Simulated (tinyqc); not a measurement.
Physical sputtering: collision-cascade yield, angular dependence, faceting and resputtering in deposition: one step, computed by the program tinyqc. Command: `OMP_NUM_THREADS=1 python tinyqc.py 3022659 3022660 out.jsonl sputter walk`. One thread of a shared host (Intel(R) Xeon(R) Processor @ 2.30GHz), about 0.01 s of CPU time with the checks.

Ions start collision cascades; atoms that reach the surface with more than U leave. The target is amorphous or fine-grained.

Problem. Oblique incidence. Angular law: Y/Y0 = t^f exp(-f cos(a_opt)(t - 1)), t = 1/cos(angle), largest at a_opt. A plane tilted by the angle recedes along the beam at a speed proportional to Y(angle), and along its own normal as Y cos(angle).

Inputs (values chosen for the exercise, modelled on argon ions on aluminium): angular exponent f = 2.3; angle of the largest yield = 67 degrees; angle of incidence = 20 degrees.

yield Y0 = 1.498759 atoms per ion

Give: Y/Y0 at the angle; yield at the angle; normal speed relative to a flat surface; largest Y/Y0.

Solution.

Y/Y0 at the angle = 1.089

yield at the angle = 1.632 atoms per ion

normal speed relative to a flat surface = 1.023

largest Y/Y0 = 2.138
